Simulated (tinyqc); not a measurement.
How thick the regions must be: band offset from the macroscopic average of a supercell potential.

A model of the planar-averaged electrostatic energy of an electron in a periodic cell of N1 periods of A (L1 = N1 n1 h) and N2 periods of B (L2 = N2 n2 h), on z_j = j h: V(z) = f VA + (1 - f) VB + F t(z), VA = V1[0] + V1[1] cos(2 pi z/(n1 h)) + V1[2] cos(4 pi z/(n1 h)), VB the same with V2, n2 and z - L1. f = [tanh(z/w) - tanh((z - L1)/w) + tanh((z - L1 - L2)/w)]/2 + 1/2; t(z) = z - L1/2 in A and (L1/L2)(L1 + L2/2 - z) beyond, so that the cell is periodic.

Running mean over n points, periodic: for odd n the plain mean of the n points centred on j; for even n the n + 1 points with half weight at both ends. The macroscopic average applies the mean over n1 points and then over n2 points.

Parameters, chosen for this exercise (gaps near those of Si and HfO2; the results hold for these values, not for the real material): h = 0.3 angstrom (grid step); n1 = 6 (grid points per period of A); n2 = 5 (grid points per period of B); V1 = (-10.86, 1.95, 0.16) eV (mean and two harmonics of the potential in A); V2 = (-10.6, 4.9, 0.32) eV (the same in B); w = 0.4 angstrom (width of the interfaces).

N1 = N2 = N, no slope (F = 0); dV is read at j = floor(N n1/2) and N n1 + floor(N n2/2). The exact value is V2[0] - V1[0].

Results:

| N | L1 (angstrom) | dV (eV) | error (meV) |
|---|---|---|---|
| 1 | 1.80 | -0.2821 | -542.11 |
| 2 | 3.60 | 0.1044 | -155.60 |
| 3 | 5.40 | 0.2627 | 2.72 |
| 4 | 7.20 | 0.2599 | -0.09 |
| 5 | 9.00 | 0.2600 | 0.00 |
| 6 | 10.80 | 0.2600 | 0.00 |

How do the results move, and what explains it?

The error is below 10 meV from N = 3 on. The two windows together span 3.30 angstrom and must fit between the interface tails, which fall as exp(-2 z/w); the errors at N = 2, 3 and 4 are -155.60, 2.72 and -0.09 meV.

(tinyqc, `OMP_NUM_THREADS=1 python tinyqc.py 1850203 1850204 out.jsonl`, Intel(R) Xeon(R) Processor @ 2.30GHz, 1 thread, shared host, about 0.01 s.)
